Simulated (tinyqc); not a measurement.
Minority-electron transport through the base of a bipolar transistor (Moll-Ross and Kroemer integrals): one step, computed by the program tinyqc.

Low injection, one dimension, x from the emitter edge (0) to the collector edge (W), s = x/W. Recombination is treated as a small correction (valid for tau_B well below tau_n), computed from the stored charge.

Task: Gain and speed. Emitter-limited gain beta_E = G_E/G_B; recombination-limited gain beta_R = tau_n/tau_B; 1/beta = 1/beta_E + 1/beta_R; f_T from the base alone = 1/(2 pi tau_B).

Inputs (values chosen for the exercise, modelled on silicon): electron lifetime tau_n = 0.41 ns; emitter Gummel number G_E = 4.7e+12 s/cm^4; temperature T = 300 K.

Base doping profile: uniform. Gap grading: linear. Exit of the base: infinite sink.

base Gummel number G_B = 1.933668e+12 s/cm^4

base transit time tau_B = 0.4955773 ps

Give: beta_E; beta_R; current gain beta; f_T from the base alone.

Result:

beta_E = 2.431

beta_R = 827.3

current gain beta = 2.423

f_T from the base alone = 321.2 GHz

The gain is limited mainly by hole injection into the emitter (100 % of the base current).
